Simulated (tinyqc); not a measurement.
# Implanted layer, carriers, mobility and sheet resistance, step by step

Computed by the program tinyqc: `OMP_NUM_THREADS=1 python tinyqc.py 2110079 2110080 out.jsonl`, one thread of a shared Intel Xeon 2.30GHz, about 0.01 s for the whole run. Printed values are rounded.

A p-type layer from the surface x = 0 to the junction xj, N(x) = N0 exp(-(x - Rp)^2/(2 sg^2)). Local neutrality (no depletion at surface or junction, no spilling of carriers), intrinsic carriers neglected, full ionisation of active dopants.

Parameters, values chosen for the exercise; values close to those of boron in silicon over an n-type background:
```
symbol    value        unit                                 meaning
T           300           K                             temperature
Nb       3.4e17       cm^-3  background doping of the opposite type
N0       1.2e19       cm^-3             peak chemical concentration
m1         45.2  cm^2/(V s)           mobility limit at high doping
m2          464  cm^2/(V s)  mobility limit at low doping, at 300 K
Nr      2.25e17       cm^-3    reference doping of the mobility law
am        0.699                        exponent of the mobility law
bt            2                          temperature exponent of m2
Ns      2.04e20       cm^-3       solubility limit of active dopant
sg          100          nm                straggle after annealing
Rp          140          nm                         projected range
```

Constants: q = 1.602176634e-19 C. Results are converted to the units shown.

## Junction depth and local values

xj = Rp + sg sqrt(2 ln(N0/Nb)); 10 equal steps from 0 to xj. Active dopant A = min(N, Ns); p = A - Nb; mobility mu = m1 + (m2 (T/300 K)^(-bt) - m1)/(1 + ((A + Nb)/Nr)^am).

xj = 406.9725 nm

```
point    x (nm)    N (cm^-3)    A (cm^-3)  p (1e19 cm^-3)  mu (cm^2/(V s))
0        0.0000  4.503733e18  4.503733e18        0.416373         89.07155
1       40.6973  7.329116e18  7.329116e18        0.698912         77.96188
2       81.3945  1.010648e19  1.010648e19        0.976648         72.00387
3      122.0918  1.180911e19  1.180911e19        1.146911         69.47470
4      162.7890  1.169241e19  1.169241e19        1.135241         69.62945
5      203.4863  9.809795e18  9.809795e18        0.946980         72.51358
6      244.1835  6.974052e18  6.974052e18        0.663405         78.97662
7      284.8808  4.201262e18  4.201262e18        0.386126         90.87359
8      325.5780  2.144586e18  2.144586e18        0.180459         111.0564
9      366.2753  9.276338e17  9.276338e17        0.058763         141.5147
10     406.9725       3.4e17       3.4e17        0.000000         177.4618
```

The mobility runs from 69.5 to 177 cm^2/(V s).

## Sheet quantities by the trapezoid rule

Dose = integral of N, carrier sheet density = integral of p, 1/Rs = q integral of p mu, mean mobility 1/(q Rs sheet density), Hall mobility (unit Hall factor) = integral of p mu^2 over integral of p mu, Hall sheet density = (integral of p mu)^2/integral of p mu^2; all from 0 to xj.

dose = 2.7437e14 cm^-2
carrier sheet density = 2.6053e14 cm^-2
Rs = 315.18 ohm/square
mean mobility = 76.010 cm^2/(V s)
Hall mobility = 77.501 cm^2/(V s)
Hall sheet density = 2.5552e14 cm^-2

Carriers make up 95.0 % of the dose. A Hall measurement weights the mobile tail, so its sheet density is 1.9 % below the true one. With 4000 steps Rs = 313.9 ohm/square; the coarse value is 0.40 % above it.
